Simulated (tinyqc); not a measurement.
Series resistance and length offset from two lengths at two overdrives.

Inverse problem. In strong inversion R W = Rsd + k(x)(L - dL), k(x) = (1 + th1 x)/(mu0 Cox x), x the overdrive, Cox = eps0 eox/tox, with Rsd and dL independent of x. Find dL, Rsd, mu0 and th1.

Inputs (values chosen for the exercise): relative permittivity of the gate insulator (close to silicon dioxide) eox = 3.9; insulator thickness tox = 1.2 nm.

Constants: eps0 = 8.8541878128e-14 F/cm where lengths are in cm. Results are converted to the units shown.

total resistance times width (ohm um):

|  | L = 0.071 um | L = 0.45 um |
|---|---|---|
| overdrive 0.42 V | 777.625635 | 3422.85124 |
| overdrive 0.93 V | 543.775676 | 1866.17838 |

Solution. At each overdrive R W is a straight line in L; the two lines cross at L = dL, R W = Rsd. Their slopes give k x = (1 + th1 x)/(mu0 Cox), a straight line in x.

dL = 0.00400 um
Rsd = 310 ohm um
mu0 = 130 cm^2/(V s)
th1 = 0.230 1/V

tinyqc, about 0.01 s, one thread, Intel Xeon 2.30GHz (shared host): `OMP_NUM_THREADS=1 python tinyqc.py 2210059 2210060 out.jsonl`
